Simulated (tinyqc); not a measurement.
Electron mobility in a silicon inversion layer, empirical terms and Matthiessen rule: one step of the calculation.

Inversion layer of sheet density Ns on a uniformly doped body, under a high-permittivity gate with an interlayer. The mobility terms are empirical power laws with prefactors chosen for the exercise; adding their inverses (Matthiessen) is itself an approximation.

Task. Depletion charge and effective field. ni = sqrt(Nc Nv) exp(-Eg/(2 Vt)), Eg in volts; Ndep = sqrt(2 eps0 eps_r Nb (2 Vt ln(Nb/ni) + Vsb)/q); E = q (Ndep + eta Ns)/(eps0 eps_r), in MV/cm.

Parameters, values chosen for the exercise; material values close to those of silicon:
```
symbol    value   unit                                                meaning
T           250      K                                            temperature
Eg         1.11     eV                                               band gap
eps_r      11.8                    relative permittivity of the semiconductor
Nc      2.11e19  cm^-3                 conduction-band density of states at T
Nv      1.99e19  cm^-3                    valence-band density of states at T
Nb       8.7e16  cm^-3                                            body doping
Vsb           1      V                                      reverse body bias
eta         0.5         weight of the inversion charge in the effective field
Ns       4.8e12  cm^-2                                      inversion density
```

Constants: q = 1.602176634e-19 C, kB = 1.380649e-23 J/K, Vt = kB T/q, eps0 = 8.8541878128e-14 F/cm where lengths are in cm. Results are converted to the units shown.

Give: ni; Ndep; E.

Result.

ni = 1.3282e8 cm^-3
Ndep = 1.4585e12 cm^-2
E = 0.59169 MV/cm

The depletion charge gives 37.8 % of the field.

Numbers from tinyqc (`OMP_NUM_THREADS=1 python tinyqc.py 2510156 2510157 out.jsonl`; about 0.01 s on one thread of a shared Intel Xeon 2.30GHz).
